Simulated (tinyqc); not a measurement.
Capacitance of parallel on-chip lines from Laplace's equation on a mesh: two steps of the calculation.

Cross-section of an endless row of equal lines between two grounded planes; neighbours are driven in antiphase (+1 V and -1 V), so the plane midway between two lines is at 0 V. By symmetry one quarter is solved: x runs from the centre of a line (column 0, mirror) to that midplane (column 5, 0 V), y from the mid-height of the line (row 0, mirror) to the ground plane (row 4, 0 V). The line fills columns 0 to 2 and rows 0 to 1 at 1 V. Cells beside the line (below row 1) have e2, cells above have e1. Each link between nodes has the conductance g = mean permittivity of the two cells beside it (a cell beyond a mirror counts as 0), and the free nodes obey sum g (V_neighbour - V) = 0.

Values chosen for this exercise: relative permittivity above and below the lines e1 = 4.2; relative permittivity between the lines e2 = 2.4; over-relaxation factor om = 1.4.

Task 1. Link conductances. gx[j, i] joins node (row j, column i) to column i + 1, gy[j, i] to row j + 1.

Find: gx; gy.

Result 1.

gx:

|  | col 0 | col 1 | col 2 | col 3 | col 4 |
|---|---|---|---|---|---|
| row 0 | 1.200 | 1.200 | 1.200 | 1.200 | 1.200 |
| row 1 | 3.300 | 3.300 | 3.300 | 3.300 | 3.300 |
| row 2 | 4.200 | 4.200 | 4.200 | 4.200 | 4.200 |
| row 3 | 4.200 | 4.200 | 4.200 | 4.200 | 4.200 |
| row 4 | 2.100 | 2.100 | 2.100 | 2.100 | 2.100 |

gy:

|  | col 0 | col 1 | col 2 | col 3 | col 4 | col 5 |
|---|---|---|---|---|---|---|
| row 0 | 1.200 | 2.400 | 2.400 | 2.400 | 2.400 | 1.200 |
| row 1 | 2.100 | 4.200 | 4.200 | 4.200 | 4.200 | 2.100 |
| row 2 | 2.100 | 4.200 | 4.200 | 4.200 | 4.200 | 2.100 |
| row 3 | 2.100 | 4.200 | 4.200 | 4.200 | 4.200 | 2.100 |

Task 2. Relaxation sweep. One sweep visits the free nodes row by row from row 0, left to right, and replaces V by V + om (weighted mean of the neighbours - V), using new values at once.

V after sweep 1 (V):

|  | col 0 | col 1 | col 2 | col 3 | col 4 | col 5 |
|---|---|---|---|---|---|---|
| row 0 | 1.0000000 | 1.0000000 | 1.0000000 | 0.3500000 | 0.1225000 | 0.0000000 |
| row 1 | 1.0000000 | 1.0000000 | 1.0000000 | 0.4390909 | 0.1848636 | 0.0000000 |
| row 2 | 0.3500000 | 0.4725000 | 0.5153750 | 0.3340631 | 0.1816243 | 0.0000000 |
| row 3 | 0.1225000 | 0.2082500 | 0.2532687 | 0.2055661 | 0.1355167 | 0.0000000 |
| row 4 | 0.0000000 | 0.0000000 | 0.0000000 | 0.0000000 | 0.0000000 | 0.0000000 |

gx:

|  | col 0 | col 1 | col 2 | col 3 | col 4 |
|---|---|---|---|---|---|
| row 0 | 1.2 | 1.2 | 1.2 | 1.2 | 1.2 |
| row 1 | 3.3 | 3.3 | 3.3 | 3.3 | 3.3 |
| row 2 | 4.2 | 4.2 | 4.2 | 4.2 | 4.2 |
| row 3 | 4.2 | 4.2 | 4.2 | 4.2 | 4.2 |
| row 4 | 2.1 | 2.1 | 2.1 | 2.1 | 2.1 |

gy:

|  | col 0 | col 1 | col 2 | col 3 | col 4 | col 5 |
|---|---|---|---|---|---|---|
| row 0 | 1.2 | 2.4 | 2.4 | 2.4 | 2.4 | 1.2 |
| row 1 | 2.1 | 4.2 | 4.2 | 4.2 | 4.2 | 2.1 |
| row 2 | 2.1 | 4.2 | 4.2 | 4.2 | 4.2 | 2.1 |
| row 3 | 2.1 | 4.2 | 4.2 | 4.2 | 4.2 | 2.1 |

Give: V after sweep 2.

Result 2.

V after sweep 2 (V):

|  | col 0 | col 1 | col 2 | col 3 | col 4 | col 5 |
|---|---|---|---|---|---|---|
| row 0 | 1.0000 | 1.0000 | 1.0000 | 0.5602 | 0.2765 | 0.0000 |
| row 1 | 1.0000 | 1.0000 | 1.0000 | 0.5305 | 0.2630 | 0.0000 |
| row 2 | 0.5836 | 0.6185 | 0.5659 | 0.3856 | 0.2018 | 0.0000 |
| row 3 | 0.3010 | 0.3272 | 0.2832 | 0.1993 | 0.0862 | 0.0000 |
| row 4 | 0.0000 | 0.0000 | 0.0000 | 0.0000 | 0.0000 | 0.0000 |

tinyqc, about 1 s, one thread, Intel Xeon 2.30GHz (shared host): `OMP_NUM_THREADS=1 python tinyqc.py 2790136 2790137 out.jsonl`
